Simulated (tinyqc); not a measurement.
Doping from resistivity.

Inverse problem. A uniform, uncompensated and fully ionised sample has rho = 1/(q N mu), mu = m1 + (m2 (T/300 K)^(-bt) - m1)/(1 + (N/Nr)^am). Find N, mu and the diffusion coefficient mu Vt.

Inputs (values chosen for the exercise):

| symbol | value | unit | meaning |
|---|---|---|---|
| T | 350 | K | temperature |
| m1 | 68.3 | cm^2/(V s) | mobility limit at high doping |
| m2 | 1440 | cm^2/(V s) | mobility limit at low doping, at 300 K |
| Nr | 9.11e16 | cm^-3 | reference doping of the mobility law |
| am | 0.692 |  | exponent of the mobility law |
| bt | 1.8 |  | temperature exponent of m2 |

Constants: q = 1.602176634e-19 C, kB = 1.380649e-23 J/K, Vt = kB T/q. Results are converted to the units shown.

resistivity = 1.1224976 ohm cm

Solution. With am below 1 the product N mu rises steadily with N, so one doping matches; it is found by iterating N = 1/(q rho mu(N)).

N = 5.80e15 cm^-3
mu = 959 cm^2/(V s)
diffusion coefficient = 28.9 cm^2/s

Program tinyqc, `OMP_NUM_THREADS=1 python tinyqc.py 2110076 2110077 out.jsonl`; Intel Xeon 2.30GHz, shared host, one thread, about 0.01 s.
